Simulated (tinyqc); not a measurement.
# p-n diode with diffusion and depletion-layer recombination: effect of the trap level above the intrinsic level

Abrupt junction in the depletion approximation, low injection, full ionisation, neutral widths fixed, ohmic contact on the p side. Vj is the junction voltage; where a series resistance Rs is given, V = Vj + J Rs is the terminal voltage.

ni = sqrt(Nc Nv) exp(-Eg/(2 Vt)), Eg in volts; D = mu Vt; Ln = sqrt(Dn tn), Lp = sqrt(Dp tp); J0n = q ni^2 Dn coth(wp/Ln)/(Ln Na); J0p = (q ni^2 Dp/(Lp Nd)) (s + tanh(wn/Lp))/(1 + s tanh(wn/Lp)), s = Sp Lp/Dp. J_diff = (J0n + J0p)(exp(Vj/Vt) - 1). Vbi = Vt ln(Na Nd/ni^2), W = sqrt(2 eps0 eps_r (Vbi - Vj)(1/Na + 1/Nd)/q), xp = W Nd/(Na + Nd), xn = W Na/(Na + Nd); u(x) = q Na (x + xp)^2/(2 eps0 eps_r) for x < 0 and Vbi - Vj - q Nd (xn - x)^2/(2 eps0 eps_r) for x > 0; p = Na exp(-u/Vt), n = Nd exp((u - Vbi + Vj)/Vt); U = ni^2 (exp(Vj/Vt) - 1)/(tp (n + ni exp(Et/Vt)) + tn (p + ni exp(-Et/Vt))); J_scr = q times the integral of U from -xp to xn. J = J_diff + J_scr.

Parameters, values chosen for the exercise; band and dielectric values those of a made-up semiconductor: temperature T = 300 K; band gap Eg = 1.05 eV; relative permittivity eps_r = 13.6; conduction-band density of states at T Nc = 2.47e19 cm^-3; valence-band density of states at T Nv = 2.42e19 cm^-3; acceptor density Na = 6.7e16 cm^-3; donor density Nd = 9.7e17 cm^-3; electron mobility in the p side mun = 690 cm^2/(V s); hole mobility in the n side mup = 140 cm^2/(V s); electron lifetime tn = 1e-5 s; hole lifetime tp = 1e-9 s; neutral width of the p side wp = 4 um; neutral width of the n side wn = 120 um; recombination velocity at the n contact Sp = 1e7 cm/s; junction voltage at which recombination is evaluated Vj = 0.35 V.

Constants: q = 1.602176634e-19 C, kB = 1.380649e-23 J/K, Vt = kB T/q, eps0 = 8.8541878128e-14 F/cm where lengths are in cm. Results are converted to the units shown.

The same in every row: J0n (A/cm^2) = 1.463e-10; J0p (A/cm^2) = 1.363e-11; J_diff (A/cm^2) = 1.213e-4; wn/Lp = 199.5.

Effect of the trap level above the intrinsic level:
```
Et (eV)  J_scr (A/cm^2)  J_scr/J (%)
-0.3           2.764e-8      0.02279
-0.2           7.862e-7       0.6441
-0.1           1.175e-5        8.836
0              2.716e-5        18.30
0.1            2.812e-5        18.82
0.2            2.791e-5        18.71
0.3            2.056e-5        14.50
```

As Et goes from -0.3 to 0.3, J0p stays at 1.36e-11 A/cm^2, J_scr goes from 2.76e-8 through a maximum of 2.81e-5 (at Et = 0.1 among the rows listed) to 2.06e-5 A/cm^2 and its share goes from 0.0228 through a maximum of 18.8 (at Et = 0.1 among the rows listed) to 14.5 %. A level far from mid-gap re-emits carriers to the nearer band, which lowers U once ni exp(|Et|/Vt) exceeds the local carrier density.

Numbers from tinyqc (`OMP_NUM_THREADS=1 python tinyqc.py 2260002 2260003 out.jsonl`; about 0.01 s on one thread of a shared Intel Xeon 2.30GHz).
